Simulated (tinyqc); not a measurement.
Two-diode model of a solar cell: one step of the calculation.

J is the current delivered and Vj = V + J Rs the junction voltage. J = X JL - J01 (exp(Vj/(n1 Vt)) - 1) - J02 (exp(Vj/(2 Vt)) - 1) - Vj/Rp. The photocurrent does not depend on voltage.

Task. Figures of merit. Jsc at V = 0, Voc at J = 0, the maximum power point where J (1 + 2 Rs G) = G Vj with G = -dJ/dVj; FF = Vmp Jmp/(Voc Jsc); efficiency Vmp Jmp/(X Pin). Empirical fill factor without parasitics FF0 = (v - ln(v + 0.72))/(v + 1), v = Voc/(n1 Vt).

Inputs (values chosen for the exercise); values of the order met in cells of silicon: temperature T = 298.15 K; photocurrent at one sun JL = 35.4 mA/cm^2; concentration X = 1 suns; saturation current of the first diode J01 = 4.5e-14 A/cm^2; ideality factor of the first diode n1 = 1; series resistance Rs = 0 ohm cm^2; shunt resistance Rp = 2000 ohm cm^2; incident power at one sun Pin = 100 mW/cm^2; saturation current of the second diode (ideality 2) J02 = 4.4e-9 A/cm^2.

Constants: q = 1.602176634e-19 C, kB = 1.380649e-23 J/K, Vt = kB T/q. Results are converted to the units shown.

Find: Jsc; Voc; Vmp; Jmp; FF; efficiency; FF0.

Result.

Jsc = 35.400 mA/cm^2
Voc = 0.70065 V
Vmp = 0.61334 V
Jmp = 33.372 mA/cm^2
FF = 0.82525
efficiency = 20.469 %
FF0 = 0.84677

FF is 2.5 % below FF0. Removing one loss at a time changes the efficiency by: second diode +0.44, shunt +0.19 points.

Computed by the program tinyqc: `OMP_NUM_THREADS=1 python tinyqc.py 2280030 2280031 out.jsonl`, one thread of a shared Intel Xeon 2.30GHz, about 0.01 s for the whole run.
